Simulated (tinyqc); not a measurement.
Surface segregation during layer-by-layer epitaxy: two-layer exchange kinetics and the shape of quantum wells and delta layers: one step, computed by the program tinyqc.

Atoms A and B exchange only between the growing layer and the one below it. B is supplied for N layers, then pure A follows.

Task: The second layer. Each layer is deposited complete with B share x_dep and then exchanges for the time tau = 1/G with the layer below, whose share is b (total c = s + b fixed): ds/dt = p1 b (1 - s) - p2 s (1 - b), s(0) = x_dep. With the roots s1 < s2 of the right side, (s - s1)/(s - s2) = [(s(0) - s1)/(s(0) - s2)] exp(-(p1 - p2)(s2 - s1) tau). The lower layer is then buried with c - s, and s becomes the b of the next layer. Layer 1 is deposited on pure A with share x0; with nothing to lift from below, take b = 0 and s(0) = x0 for it. Then layer 2 has x_dep = x0.

Inputs (values chosen for the exercise, close to those used for gallium in AlAs): growth rate G = 0.13 layers/s; share x0 of B in the flux during the well = 0.5; layers in the well N = 10; temperature T = 640 C.

p1 = 222.9008 1/s

p2 = 62.54611 1/s

Give: share in layer 1 after its exchange; root s1 for layer 2; root s2 for layer 2; share in layer 2 after its exchange; share buried in layer 1.

Result:

share in layer 1 after its exchange = 0.3624

root s1 for layer 2 = 0.5817

root s2 for layer 2 = 2.061

share in layer 2 after its exchange = 0.5817

share buried in layer 1 = 0.2807
